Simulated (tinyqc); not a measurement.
## Double-gate transistor, scale length and short-channel effects: effect of the channel length

A body of thickness ts between two insulators of thickness ti and two tied gates. Below threshold the potential that source and drain add obeys Laplace's equation and vanishes on the gate. Its lowest mode decays along the channel as exp(-k y); k is the smallest positive root of the matching condition at the interface, and the scale length is Lambda = pi/k.

k is the smallest positive root of f(k) = ei cos(k ti) cos(k ts/2) - eps_r sin(k ti) sin(k ts/2). Along the channel psi(y) = s + a exp(y/l) + b exp(-y/l) with psi(0) = Vbi, psi(L) = Vbi + Vds and l = 1/k = Lambda/pi; with A = Vbi - s, B = A + Vds, x = exp(-L/l): a = (B - A x) x/(1 - x^2), b = (A - B x)/(1 - x^2). The minimum is s + 2 sqrt(a b), at y = (l/2) ln(b/a). The long-channel potential follows the gate as s = sT + (Vg - VTL)/m, and the threshold VT is the gate voltage at which the minimum equals sT. Swing = m Vt ln 10/g at threshold, g = d(minimum)/ds = 1 - (b x + a)/((1 + x) sqrt(a b)). DIBL = [VT(0.05 V) - VT(Vds)]/(Vds - 0.05 V). sT and Vbi are held fixed; m = 1.

Values chosen for this exercise; permittivities: semiconductor made up, insulator close to that of zirconium oxide: temperature T = 273 K; relative permittivity of the semiconductor eps_r = 17.3; relative permittivity of the insulator ei = 23.8; insulator thickness ti = 3.6 nm; body thickness ts = 8.9 nm; potential of the source Vbi = 0.93 V; potential of the barrier top at threshold sT = 0.42 V; drain voltage Vds = 0.7 V.

Constants: q = 1.602176634e-19 C, kB = 1.380649e-23 J/K, Vt = kB T/q. Results are converted to the units shown.

The same in every row: Lambda (nm) = 14.64.

Result of one run:
```
L/Lambda,VT - VTL at Vds = 0.05 V (mV),VT - VTL at Vds (mV),DIBL (mV/V),swing (mV/decade)
4.507,-0.9017,-1.326,0.6522,54.27
```

Which channel length L gave this result: 19, 27, 33 or 66 nm?

L = 66 nm.

The whole series:
```
L (nm),L/Lambda,VT - VTL at Vds = 0.05 V (mV),VT - VTL at Vds (mV),DIBL (mV/V),swing (mV/decade)
16,1.093,-285.6,-430.0,222.1,85.15
19,1.297,-184.1,-275.8,141.1,74.24
23,1.571,-108.3,-161.3,81.59,66.03
27,1.844,-66.15,-98.14,49.22,61.45
33,2.253,-32.90,-48.61,24.17,57.80
39,2.663,-16.81,-24.77,12.26,56.03
46,3.141,-7.804,-11.49,5.665,55.03
55,3.756,-2.945,-4.332,2.133,54.50
66,4.507,-0.9017,-1.326,0.6522,54.27
```

From L = 16 to 66 nm, DIBL falls from 222 to 0.652 mV/V and the swing falls from 85.1 to 54.3 mV a decade (long-channel value 54.2). Between the last two rows the threshold shift at Vds decays with a length of 9.29 nm, against 2 Lambda/pi = 9.32 nm for a shift that goes as exp(-pi L/(2 Lambda)). DIBL first drops below 100 mV/V at L = 23 nm among the rows, L/Lambda = 1.6. For L = 16 to 19 nm L is under 1.5 Lambda, where higher modes, left out of the one-mode potential, count.

Computed by the program tinyqc: `OMP_NUM_THREADS=1 python tinyqc.py 2420119 2420120 out.jsonl`, one thread of a shared Intel Xeon 2.30GHz, about 0.01 s for the whole run.
